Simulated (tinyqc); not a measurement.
Changing the Sato parameter S: collinear exchange A + BC -> AB + C on a London-Eyring-Polanyi-Sato surface: saddle, string of images and rate. Computed by tinyqc, a small Python program. Command: `OMP_NUM_THREADS=1 python tinyqc.py 3111166 3111167 out.jsonl leps sweep`. One thread of a shared host (Intel(R) Xeon(R) Processor @ 2.30GHz), about 0.5 s of CPU time with the checks.

x = r(AB), y = r(BC), r(AC) = x + y. V is counted from separated atoms, the barrier from A + BC, that is V + D(BC).

Inputs (values chosen for the exercise, bond data loosely for abstraction of hydrogen from a Si-H bond by a hydrogen atom; the barrier is not fitted):
```
quantity,value,unit
D(AB),4.84,eV
r0(AB),0.742,angstrom
beta(AB),1.94,1/angstrom
D(BC),3.94,eV
r0(BC),1.48,angstrom
beta(BC),1.52,1/angstrom
D(AC),4.14,eV
r0(AC),1.48,angstrom
beta(AC),1.52,1/angstrom
mass of A,1.008,u
mass of B,1.008,u
mass of C,28.09,u
temperature T,300,K
step of the string,0.01,angstrom^2/eV
```

Constants: nu for 1 eV/(angstrom^2 u) = 15.6333042 THz; h x 1 THz = 4.135667696 meV; k_B = 1.380649e-23 J/K; u = 1.6605390666e-27 kg; k_B = 8.617333262e-05 eV/K.

Method:
- For each pair, with u = exp(-beta (r - r0)): Q = D [(3 + S) u^2 - (2 + 6 S) u]/(4 (1 + S)), J = D [(1 + 3 S) u^2 - (6 + 2 S) u]/(4 (1 + S)); V = Q1 + Q2 + Q3 - sqrt(((J1 - J2)^2 + (J2 - J3)^2 + (J3 - J1)^2)/2).
- String of 9 images between the fixed ends (r0(AB) + 2, r0(BC)) and (r0(AB), r0(BC) + 2), started on the two straight legs through (r0(AB) + 0.3, r0(BC) + 0.3): each iteration moves the inner images by -step x gradient (central differences) and spaces them evenly again along the broken line (coordinates are kept between 0.2 and 8 angstrom); stop when no coordinate changes by more than 1e-5 angstrom, at most 400 iterations.
- From the highest inner image, z -> z - H^-1 g with gradient g and Hessian H by central differences, steps capped at 0.15 angstrom, 12 steps.
- Wilson matrix G = [[1/m_A + 1/m_B, -1/m_B], [-1/m_B, 1/m_B + 1/m_C]]; eigenvalues lambda of G H give nu = 15.6333042 THz x sqrt(|lambda|), the negative one being imaginary. Reactant: nu_BC from k = 2 D beta^2 and 1/m_B + 1/m_C. Skew angle: cos = sqrt(m_A m_C/((m_A + m_B)(m_B + m_C))).
- One-dimensional rate constant without tunnelling, k = sqrt(k_B T/(2 pi mu)) [sinh(h nu_BC/(2 k_B T))/sinh(h nu_s/(2 k_B T))] exp(-barrier/(k_B T)) with mu = m_A (m_B + m_C)/(m_A + m_B + m_C); Wigner factor 1 + (h nu_i/(k_B T))^2/24; adiabatic barrier = barrier + h (nu_s - nu_BC)/2.

One run for each value:
```
Sato parameter S,barrier (eV),imaginary frequency (THz),real frequency at the saddle (THz),adiabatic barrier (eV)
0.020,0.7080,72.97,30.54,0.6313
0.057,0.5592,67.43,31.38,0.4843
0.130,0.2902,52.13,33.99,0.2206
0.170,0.1611,39.41,37.55,0.0990
0.200,0.0766,27.01,43.47,0.0267
```

Over the rows, barrier (eV) falls from 0.708 to 0.0766 (exponent d ln y / d ln x -0.23 between the first rows and -4.6 between the last); imaginary frequency (THz) falls from 73.0 to 27.0 (exponent d ln y / d ln x -0.075 between the first rows and -2.3 between the last); real frequency at the saddle (THz) rises from 30.5 to 43.5 (exponent d ln y / d ln x 0.026 between the first rows and 0.90 between the last).  Left out: 0.0930, 0.240 (the string and Newton steps reached no saddle at least 0.02 eV above both asymptotes).

Caution (rows 0.0200, 0.0570, 0.130, 0.170): the Wigner factor exceeds 2 at T: tunnelling, left out of k, is large and needs a better treatment than this factor.

Extremes, crossings and ranges named in words are read from the listed rows.
